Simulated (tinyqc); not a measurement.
On-chip interconnect, size-dependent resistivity and RC delay: two steps of the calculation.

A rectangular line between two neighbours and two ground planes. Surface and grain-boundary scattering are added to the bulk resistivity as corrections; capacitances are parallel-plate values without fringing; inductance is ignored.

Inputs (values chosen for the exercise); metal values close to those of copper: bulk resistivity rho0 = 1.64 uohm cm; bulk mean free path lam = 39.3 nm; specular share of surface scattering ps = 0; reflection coefficient of grain boundaries Rg = 0.58; grain size over the metal width gr = 1; drawn line width wd = 61 nm; aspect ratio, height over width AR = 1.8; liner on both walls and the bottom, not conducting tl = 1.6 nm; space to the neighbouring lines sp = 61 nm; dielectric height to the planes above and below hd = 89 nm; relative permittivity of the dielectric ek = 2.5; Miller factor of the neighbours Mf = 1; driver resistance Rd = 18000 ohm; time step dt = 87 ps.

Constants: eps0 = 8.8541878128e-12 F/m. Results are converted to the units shown.

Problem 1. Resistivity, resistance and capacitance per length. Metal width x = wd - 2 tl, height y = AR wd - tl; grain boundaries (Mayadas-Shatzkes): al = (lam/(gr x)) Rg/(1 - Rg), g = 1/[1 - 3 al/2 + 3 al^2 - 3 al^3 ln(1 + 1/al)] - 1; surfaces (Fuchs-Sondheimer, thick limit): s = (3/8) lam (1 - ps)(1/x + 1/y); rho = rho0 (1 + g + s); r = rho/(x y); c = eps0 ek (2 wd/hd + 2 Mf AR wd/sp).

Give: x; y; al; g; s; rho; r; c.

Solution 1.

x = 57.800 nm
y = 108.20 nm
al = 0.93895
g = 1.2955
s = 0.39118
rho = 4.4061 uohm cm
r = 7.0454 ohm/um
c = 0.11003 fF/um

Problem 2. Node voltages after a time step. A 1 V step is applied behind Rd at t = 0. C dv/dt = -G v + b, with G the conductance matrix of the ladder (1/Rs between neighbours, 1/Rd added at node 0) and b = (1 V/Rd, 0, ...). Backward Euler step: (C/dt + G) v(new) = (C/dt) v + b.

Rs = 211.36118 ohm

```
node     C (fF)  v at t = 0 (V)
0     1.6504604               0
1     3.3009208               0
2     3.3009208               0
3     3.3009208               0
4     6.2504604               0
```

Wanted: v at t = 1 dt.

Solution 2.

v at t = 1 dt, node 0 to 4 (V): 0.2259  0.2177  0.2112  0.2065  0.2034

tinyqc, about 0.01 s, one thread, Intel Xeon 2.30GHz (shared host): `OMP_NUM_THREADS=1 python tinyqc.py 2100030 2100031 out.jsonl`
